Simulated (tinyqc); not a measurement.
# MOS structure on a p-type body with a surface-enhanced doping, non-linear Poisson equation by Newton steps: two studies

One dimension, insulator interface at x = 0, acceptor density Na + N0 exp(-x/Ls), net doping C = -(acceptor density). psi is counted from the intrinsic level: n = ni exp((psi - Vb)/Vt), p = ni exp(-psi/Vt); deep in the body psi_b = -Vt ln(Na/ni). The gate acts through Cox = eps0 eox/tox and has the potential psi_G = Vg - (phiM - chi - Vt ln(Nc/ni)). Boltzmann statistics, full ionisation, classical densities, no oxide or interface charge.

Inputs (values chosen for the exercise); band and dielectric values close to those of silicon:
```
symbol    value   unit                                                                 meaning
T           250      K                                                             temperature
Eg         1.11     eV                                                                band gap
eps_r      11.7                                                          relative permittivity
Nc       2.1e19  cm^-3                                  conduction-band density of states at T
Nv      2.05e19  cm^-3                                     valence-band density of states at T
chi        4.02     eV                                                       electron affinity
Na       1.6e17  cm^-3                                       acceptor density deep in the body
eox         3.9         relative permittivity of the gate insulator (close to silicon dioxide)
tox         7.1     nm                                                     insulator thickness
phiM       4.43     eV                                                      gate work function
Vb          0.7      V                         electron quasi-Fermi potential against the body
N0       1.2e18  cm^-3                                   extra acceptor density at the surface
Ls           28     nm                                                            decay length
```

Constants: q = 1.602176634e-19 C, kB = 1.380649e-23 J/K, Vt = kB T/q, eps0 = 8.8541878128e-14 F/cm where lengths are in cm. Results are converted to the units shown.

Each table varies one quantity; the others keep the values above.

## Charge and capacitance against gate voltage

ni = sqrt(Nc Nv) exp(-Eg/(2 Vt)), Eg in volts. The Poisson equation d/dx(eps0 eps_r dpsi/dx) = -q (p - n + C), with eps0 eps_r dpsi/dx = -Cox (psi_G - psi_0) at x = 0, is solved on a mesh of about 600 nodes or more. N_inv is the integral of n less its value deep in the body. C_LF = Cox (1 - dpsi_0/dVg) with all carriers following; C_HF is the same with the electron quasi-Fermi level shifting uniformly so that N_inv stays fixed. The centroid is that of the same excess.

Results:
```
Vg (V)  psi_0 - psi_b (V)  N_inv (cm^-2)  C_LF/Cox  C_HF/Cox  centroid (nm)
2.05                 1.36         7.33e4     0.261     0.261          0.365
2.21                 1.48         1.80e7     0.249     0.249          0.354
2.38                 1.60         6.40e9     0.289     0.236          0.342
2.71                 1.70        6.14e11     0.900     0.228          0.323
2.87                 1.72        1.05e12     0.936     0.227          0.315
3.04                 1.73        1.53e12     0.953     0.226          0.306
3.2                  1.73        2.00e12     0.963     0.226          0.299
3.37                 1.74        2.49e12     0.969     0.226          0.291
3.53                 1.74        2.96e12     0.973     0.226          0.285
```

Estimate the missing row, Vg = 2.54 V.

Computed row:
```
Vg (V)  psi_0 - psi_b (V)  N_inv (cm^-2)  C_LF/Cox  C_HF/Cox  centroid (nm)
2.54                 1.68        1.97e11     0.763     0.230          0.333
```

With this row back in the table: N_inv goes from 73300 to 2.96e12 cm^-2 and passes 2e11 cm^-2 at Vg = 2.54 V. Below threshold it takes 66.6 mV a decade between Vg = 2.21 and 2.38 V, against Vt ln 10 = 49.6 mV. C_LF/Cox is lowest, 0.249, at Vg = 2.21 V among the rows listed and ends at 0.973, while C_HF/Cox ends at 0.226. Between the last two rows q dN_inv/dVg is 0.966 Cox. Where the classical centroid is under about 2 nm, confinement would move the charge away from the interface and raise the threshold. Above about 2e12 cm^-2 degeneracy matters too.

## Effect of the electron quasi-Fermi potential against the body on threshold, swing and body effect

VT is the Vg at which N_inv = 2e11 cm^-2. m = 1/(dpsi_0/dVg) at N_inv = 1e8 cm^-2; the swing is the Vg between N_inv = 1e8 and 1e9 cm^-2; body coefficient [VT(Vb + 0.05 V) - VT(Vb)]/0.05 V - 1.

Result of one run:
```
Vb (V)  VT (V)  psi_0 - psi_b at VT (V)  m - 1  swing (mV/decade)  body coefficient
0.3       2.01                     1.28  0.415               70.6             0.375
```

What becomes of these results when the electron quasi-Fermi potential against the body Vb is changed from 0.3 to 1.5 V, all else the same?

Result of the changed run:
```
Vb (V)  VT (V)  psi_0 - psi_b at VT (V)  m - 1  swing (mV/decade)  body coefficient
1.5       3.55                     2.48  0.229               61.3             0.217
```

The whole series:
```
Vb (V)  VT (V)  psi_0 - psi_b at VT (V)  m - 1  swing (mV/decade)  body coefficient
0         1.58                    0.975  0.524               76.1             0.461
0.3       2.01                     1.28  0.415               70.6             0.375
0.6       2.41                     1.58  0.344               67.0             0.316
0.9       2.80                     1.88  0.294               64.5             0.273
1.2       3.18                     2.18  0.257               62.7             0.241
1.5       3.55                     2.48  0.229               61.3             0.217
1.8       3.91                     2.78  0.207               60.2             0.197
```

As Vb goes from 0 to 1.8, VT rises from 1.58 to 3.91 V, the swing falls from 76.1 to 60.2 mV/decade and the body coefficient falls from 0.461 to 0.197. The swing stays within 0.64 % of m Vt ln 10, and the body coefficient within 0.063 of m - 1.

Numbers from tinyqc (`OMP_NUM_THREADS=1 python tinyqc.py 2080028 2080029 out.jsonl`; about 0.6 s on one thread of a shared Intel Xeon 2.30GHz).
